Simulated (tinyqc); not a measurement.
Inside a calculation: electrons shared among three sets of ellipsoidal valleys. Values are carried at full precision from step to step, so a last printed digit may differ when a step is redone from the rounded ones.

Constants: hbar^2/2m0 = 3.80998211 eV angstrom^2; kB = 8.617333262e-05 eV/K.

Parameters, chosen for this exercise (masses and offsets near those of Si; mobilities are free inputs, held fixed; shifted at random, so the results belong to these values and not to a real crystal): ml = (0.878, 0.878, 1.659) m0 (longitudinal masses of Delta2, Delta4, L); mt = (0.1815, 0.1815, 0.1175) m0 (transverse masses); M = (2, 4, 4) (valleys in each set); T = 500 K; dE = (0, 0.093, 0.952) eV (edges of Delta2, Delta4, L above the first, the first two split by strain); n = 2.4e+16 1/cm^3 (total electron density); mu = (1800, 1100, 440) cm^2/(V s) (mobility of each set, for current in the plane normal to the Delta2 axis).

## Masses of each set

One valley: m_d = (ml mt^2)^(1/3). Whole set: m_de = M^(2/3) m_d. Mean over three axes: 1/m_c = (1/ml + 2/mt)/3. Anisotropy K = ml/mt.

m_d, m_de, m_c (m0) and K of each set:
```
set        m_d    m_de     m_c      K
Delta2  0.3070  0.4873  0.2467   4.84
Delta4  0.3070  0.7735  0.2467   4.84
L       0.2840  0.7156  0.1702  14.12
```

m_de/m_c is 1.97 for Delta2, 3.13 for Delta4, 4.20 for L: many anisotropic valleys give many states at a light conductivity mass. m_c is the mean over three axes; a set that holds only some of the equivalent valleys conducts with a mass that depends on direction.

## Effective densities of states

N_i = M_i times N = 2 (m kB T/(4 pi c))^(3/2) with c = hbar^2/2m0, in 1/angstrom^3; times 1e24 for 1/cm^3, with m = (ml mt^2)^(1/3).

kT = 0.043087 eV

N_i (1/cm^3): Delta2 1.8365e+19, Delta4 3.6731e+19, L 3.2686e+19

## Fermi level and populations

F_j(eta) = (1/Gamma(j + 1)) integral_0^infinity x^j dx/(1 + exp(x - eta)), which tends to exp(eta) for eta << 0.

Solve n = sum_i N_i F_1/2((EF - dE_i)/kT), energies from the edge of the first set.

EF = -0.2950 eV

eta_i: Delta2 -6.85, Delta4 -9.01, L -28.94

n_i (1/cm^3): Delta2 1.95e+16, Delta4 4.51e+15, L 8.80e+06

shares: Delta2 0.8123, Delta4 0.1877, L 0.0000

Delta2 holds most electrons (81.2 %). Boltzmann weights N_i exp(-dE_i/kT) would give Delta4 a share of 0.1877.

## Drift and Hall mobility of the mixture

With f_i the shares, mu_drift = sum f_i mu_i; low-field Hall mobility mu_H = sum f_i mu_i^2/mu_drift (scattering and anisotropy factors set to 1); the Hall density is n mu_drift/mu_H; rho = 1/(e n mu_drift), e = 1.602176634e-19 C.

mu_drift = 1669 cm^2/(V s)
mu_H = 1713 cm^2/(V s)
Hall density = 2.34e+16 1/cm^3
rho = 0.156 ohm cm

A Hall measurement would read 97.4 % of the true density.

## Checks

- Share of Delta4 at n = 1e10 1/cm^3 against the Boltzmann weight: both 0.1877.

(tinyqc, `OMP_NUM_THREADS=1 python tinyqc.py 1650667 1650668 out.jsonl`, Intel(R) Xeon(R) Processor @ 2.30GHz, 1 thread, shared host, about 0.03 s.)
